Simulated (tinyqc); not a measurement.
Surface approximation against the full path: Rutherford backscattering from a thin compound film on silicon: kinematics, yields, composition and thickness. Computed by tinyqc, a small Python program. Command: `OMP_NUM_THREADS=1 python tinyqc.py 3019762 3019763 out.jsonl rbs walk`. One thread of a shared host (Intel(R) Xeon(R) Processor @ 2.30GHz), about 0.01 s of CPU time with the checks.

Singly charged helium ions (Z1 = 2, M1 = 4.0026 u) enter at the tilt angle a1 to the normal and leave at a2 = |180 - theta - tilt| in the same plane. The film is A B_x.

Inputs (values chosen for the exercise, modelled on a helium beam on WSi2):

| quantity | value | unit |
|---|---|---|
| beam energy E0 | 1.7 | MeV |
| scattering angle theta | 150 | degrees |
| tilt of the sample | 7 | degrees |
| heavy element: mass M_A | 183.8 | u |
| heavy element: stopping eps_A at 2 MeV | 116 | 1e-15 eV cm^2 |
| light element: mass M_B | 28.09 | u |
| light element: stopping eps_B at 2 MeV | 47.5 | 1e-15 eV cm^2 |
| atoms of B per atom of A, x | 2.02 | - |
| atomic density of the film | 74 | 1/nm^3 |
| film thickness d | 10 | nm |
| detector resolution (FWHM) | 18 | keV |

Method:
- Kinematic factor K = [(sqrt(M^2 - M1^2 sin^2 theta) + M1 cos theta)/(M + M1)]^2.
- Surface edges lie at K E0; substrate silicon has M = 28.09 u. Mass resolution at M_A = resolution/(E0 dK/dM).
- Stopping per atom eps(E) = eps(2 MeV) (E/2 MeV)^(-0.4) (a law chosen for the exercise); Bragg rule eps_film = (eps_A + x eps_B)/(1 + x); areal density N d, with 1/nm^2 = 0.1 x 1e15/cm^2.
- Width of the signal of element i: [K_i eps(E0)/cos a1 + eps(K_i E0)/cos a2] N d; depth resolution = resolution x d/width of A; energy lost on the way in = eps(E0) N d/cos a1.
- Surface approximation as above. Full path: dE/ds = -eps(E) integrates to E^1.4 = E(start)^1.4 - 1.4 eps(2 MeV) 2000^0.4 s (keV), applied in (s = N d/cos a1), then K, then out (s = N d/cos a2); width = K E0 - exit energy. The last column is the error in thickness if the full width is read with the surface formula.

energy lost on the way in = 5.58393 keV

widths (keV): A 11.3679, B 10.7278

surface edges (keV): A 1567.28, B 995.00, Si 995.00

kinematic factors: A 0.921930, B 0.585293, Si 0.585293

Widths (keV):

| d (nm) | A, surface | A, full | B, full | error (%) |
|---|---|---|---|---|
| 5 | 5.68 | 5.69 | 5.37 | 0.0727 |
| 10 | 11.37 | 11.38 | 10.75 | 0.1457 |
| 20 | 22.74 | 22.80 | 21.55 | 0.2927 |
| 50 | 56.84 | 57.26 | 54.24 | 0.7416 |
| 100 | 113.68 | 115.40 | 109.76 | 1.5177 |
| 150 | 170.52 | 174.49 | 166.70 | 2.3318 |
| 200 | 227.36 | 234.61 | 225.27 | 3.1877 |
| 300 | 341.04 | 358.24 | 348.21 | 5.0445 |

What follows from these numbers?

The error grows roughly in proportion to thickness, from 0.07 % to 5.0 %, because the ion slows and the stopping rises along the path. The signals of A and B would overlap once the width of A exceeds the gap between the edges, 572 keV. Caution: the silicon signal of the film merges with that of the substrate, so only the width of A can be read directly.
